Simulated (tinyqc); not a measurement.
Deep level with several charge states, and Shockley-Read-Hall recombination, step by step. Values are carried at full precision from step to step, so a last printed digit may differ when a step is redone from the rounded ones.

Energies from Ev. The defect has charge states +1, 0, -1 with weights 1, gm exp((EF - E1)/kT), exp((2 EF - E1 - E2)/kT); the shares are the weights over their sum. Boltzmann carriers: n = Nc exp((EF - Eg)/kT), p = Nv exp(-EF/kT). Neutrality: p - n + Nd + Nt <q> = 0.

Constants: kB = 8.617333262e-05 eV/K.

Inputs chosen for the exercise (gap and densities of states near those of Si at this temperature; shifted at random, so the results belong to these values and not to a real crystal): Eg = 1.098 eV (gap); Nc = 4.2e+19 1/cm^3 (conduction-band density of states); Nv = 1.74e+19 1/cm^3 (valence-band density of states); T = 400 K; E1 = 0.657 eV (level (+1/0) above Ev); E2 = 0.449 eV (level (0/-1) above Ev); gm = 2 (degeneracy of the middle state, the others 1); Nt = 3e+15 1/cm^3 (defects); Nd = 6.6e+15 1/cm^3 (ionised shallow donors minus acceptors); E_try = 0.527 eV (trial Fermi level); Et = 0.449 eV (recombination level above Ev); sn = 4.1e-15 cm^2 (electron capture cross-section); sp_ = 2e-16 cm^2 (hole capture cross-section); vth = 14000000 cm/s (thermal velocity, both carriers); Nm = 3e+16 1/cm^3 (equilibrium electrons for the lifetime steps); dn = 3.1e+16 1/cm^3 (excess pairs).

## Charge states at a trial Fermi level

Form the exponents, the shares, the mean charge and the residual of neutrality at EF = E_try.

exponents of the second and third weights: -3.771  -1.509

shares: +1 0.7891, 0 0.0363, -1 0.1746

<q> = 0.6145

n, p (1/cm^3): 2.69e+12  3.99e+12

residual = 8.44e+15 1/cm^3

The residual is positive, so EF must rise.

## The neutral state

Solve for EF.

EF = 0.7752 eV

shares at EF: +1 0.000, 0 0.000, -1 1.000

n = 3.60e+15 1/cm^3
p = 2.97e+09 1/cm^3

Without the defects the majority density would be 6.60e+15 1/cm^3; with them the density of these carriers is 3.60e+15, so they compensate part of the doping. Most defects are in the state -1. The level order is inverted (negative U), so the middle state is never the most common.

## Recombination through one level

One level at Et with degeneracy 1: tn = 1/(sn vth Nt), tp = 1/(sp_ vth Nt), n1 = Nc exp((Et - Eg)/kT), p1 = Nv exp(-Et/kT), ni^2 = n1 p1. Equilibrium n0 = Nm, p0 = ni^2/Nm; n = n0 + dn, p = p0 + dn. U = (n p - ni^2)/(tp (n + n1) + tn (p + p1)), lifetime dn/U; emission rates en = sn vth n1, ep = sp_ vth p1.

Evaluate each quantity.

tn, tp (microsecond): 0.005807  0.1190

n1, p1 (1/cm^3): 2.79e+11  3.83e+13

U = 2.54e+23 1/(cm^3 s)
lifetime = 0.122 microsecond

The lifetime is 1.025 times the minority capture time tp and 0.977 times tn + tp, the limit of high injection.

## Emission and generation in a depleted region

With n = p = 0 the level generates pairs at G = Nt en ep/(en + ep); generation lifetime tg = ni/G; current density e G W for a width W = 1 micrometre, e = 1.602176634e-19 C.

en, ep (1/s): 1.60e+04  1.07e+05

G = 4.19e+19 1/(cm^3 s)
tg = 0.0782 microsecond
current density = 0.000671 A/cm^2

The slower step, electron emission, limits the rate: en/ep = 0.149.

## Checks

- U against hole capture minus emission at the steady occupation of the level (1/(cm^3 s)): both 2.541e+23.

Program tinyqc; command `OMP_NUM_THREADS=1 python tinyqc.py 1651720 1651721 out.jsonl`; about 0.01 s on one thread of a shared Intel(R) Xeon(R) Processor @ 2.30GHz.
